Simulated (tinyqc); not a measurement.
Current of a Schottky diode by thermionic-emission-diffusion theory, and its read-back from I-V-T and C-V data: one step, computed by the program tinyqc. Command: `OMP_NUM_THREADS=1 python tinyqc.py 3016490 3016491 out.jsonl schottky walk`. One thread of a shared host (Intel(R) Xeon(R) Processor @ 2.30GHz), about 0.01 s of CPU time with the checks.

Full ionisation, no tunnelling, no recombination current. V is the voltage across the junction itself, forward positive.

Problem. Read-back from the I-V curve. N_c(T) = N_c (T/300 K)^(3/2); V_bi = phi_0 - (k_B T/e) ln(N_c(T)/N); surface field F = sqrt(2 e N (V_bi - V - k_B T/e)/(eps eps_0)); image lowering d_phi = sqrt(e F/(4 pi eps eps_0)); effective barrier phi = phi_0 - d_phi. Collection velocity v_R = A* T^2/(e N_c(T)); diffusion velocity v_D = mu F; J = e N_c(T) v_R/(1 + v_R/v_D) exp(-phi/k_B T) [exp(e V/k_B T) - 1]. Ideality n = (e/k_B T)/(d ln J/dV) by a central difference of +/- 1 mV; J_0 = J exp(-e V/(n k_B T)); apparent barrier phi_IV = k_B T ln(A* T^2/J_0); a C-V plot gives phi_CV = phi_0, the mean without lowering.

Inputs (values chosen for the exercise, modelled on n-type GaAs):
```
quantity,value,unit
Richardson constant A*,7.98,A/(cm^2 K^2)
"effective density of states at 300 K, N_c",4.7e+17,1/cm^3
permittivity eps,12.9,-
mobility mu,5700,cm^2/(V s)
barrier without image force phi_0,0.807,eV
doping N,3.1e+15,1/cm^3
junction voltage V,0.28,V
temperature T,423,K
```

Barrier: uniform.

Constants: k_B = 8.617333262e-05 eV/K; e = 1.602176634e-19 C; eps_0 = 8.8541878128e-12 F/m.

Give: ideality factor n; extrapolated J_0; apparent barrier phi_IV; phi_CV - phi_IV.

Solution.

ideality factor n = 1.018

extrapolated J_0 = 5.094e-04 A/cm^2

apparent barrier phi_IV = 0.7930 eV

phi_CV - phi_IV = 14.04 meV
